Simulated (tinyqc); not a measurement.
One gate, two gates and a surrounding gate.

Below threshold the potential that source and drain add obeys Laplace's equation, vanishes on the gates and decays along the channel as exp(-k y). The same ts (depleted depth over a conducting body, body thickness or wire diameter), ti and permittivities in three geometries; k is the smallest positive root of: one gate, f(k) = eps_r sin(k ti) cos(k ts) + ei cos(k ti) sin(k ts); two gates, f(k) = ei cos(k ti) cos(k ts/2) - eps_r sin(k ti) sin(k ts/2); wire, f(k) = ei J0(u)[J1(u) Y0(v) - Y1(u) J0(v)] - eps_r J1(u)[J0(u) Y0(v) - Y0(u) J0(v)], u = k ts/2, v = u + k ti. Parabolic estimates of l: sqrt((eps_r/ei) ts ti); sqrt((eps_r/(2 ei)) ts ti (1 + ei ts/(4 eps_r ti))); sqrt([2 eps_r ts^2 ln(1 + 2 ti/ts) + ei ts^2]/(16 ei)), in the same order.

Parameters, values chosen for the exercise; permittivities: semiconductor made up, insulator close to that of silicon dioxide:
- eps_r = 14.7 (relative permittivity of the semiconductor)
- ei = 4.07 (relative permittivity of the insulator)
- ti = 2.1 nm (insulator thickness)
- ts = 11.7 nm (body thickness)

Scale lengths (nm):

|  | Lambda = pi/k | l = 1/k | l(parabolic) |
|---|---|---|---|
| one gate over a conducting body | 16.98 | 5.403 | 9.420 |
| two gates | 23.81 | 7.578 | 7.841 |
| wire | 15.56 | 4.954 | 5.245 |

What does the comparison show?

The wire has the shortest scale length, 0.654 times that of the double gate; the single gate over a conducting body has 0.713 times it, its layer ending directly on a conductor where the double gate has a second insulator. The parabolic estimates are 74 % above, 3.5 % above and 5.9 % above the exact l, in the order of the rows.

tinyqc, about 0.01 s, one thread, Intel Xeon 2.30GHz (shared host): `OMP_NUM_THREADS=1 python tinyqc.py 2420164 2420165 out.jsonl`
